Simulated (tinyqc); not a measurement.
Rapid thermal processing of a wafer: radiative balance, ramp and cooling, pattern effects, pyrometer error and spike budget: one step, computed by the program tinyqc. Command: `OMP_NUM_THREADS=1 python tinyqc.py 3110244 3110245 out.jsonl rtp walk`. One thread of a shared host (Intel(R) Xeon(R) Processor @ 2.30GHz), about 0.04 s of CPU time with the checks.

The wafer is opaque and uniform through its thickness unless said otherwise; temperatures in formulas are in kelvin (C + 273.15). sigma = 5.670374419e-12 W/(cm^2 K^4).

Task: Power to hold and to ramp. Effective emissivity between parallel grey plates: eps_eff = 1/(1/eps + 1/(1 - r) - 1). Loss per area q(T) = 2 eps_eff sigma (T^4 - T_w^4) + h (T - T_w). Absorbed power during a ramp = q(T) + C d x ramp rate; thermal time constant tau = C d/(dq/dT), dq/dT = 8 eps_eff sigma T^3 + h; natural cooling rate q/(C d); front-to-back difference under one-sided heating at the end of the ramp = (absorbed power) d/(2 k).

Inputs (values chosen for the exercise, modelled on a hot silicon wafer):

| quantity | value | unit |
|---|---|---|
| wafer thickness d | 525 | micrometre |
| heat capacity per volume C | 2.08 | J/(cm^3 K) |
| thermal conductivity k | 0.28 | W/(cm K) |
| emissivity eps of each face | 0.62 | - |
| reflectivity of the chamber walls r | 0.53 | - |
| gas heat-transfer coefficient h, both faces together | 0.67 | mW/(cm^2 K) |
| wall temperature T_w | 300 | K |
| process temperature | 1050 | C |
| ramp rate | 180 | K/s |

Give: eps_eff; holding power q; power at the end of the ramp; dq/dT; time constant tau; natural cooling rate; front-to-back difference.

Result:

eps_eff = 0.3649

holding power q = 13.34 W/cm^2

power at the end of the ramp = 32.99 W/cm^2

dq/dT = 39.01 mW/(cm^2 K)

time constant tau = 2.799 s

natural cooling rate = 122.1 K/s

front-to-back difference = 3.093 K

Radiation carries 95 % of the loss. The ramp needs 2.5 times the holding power.
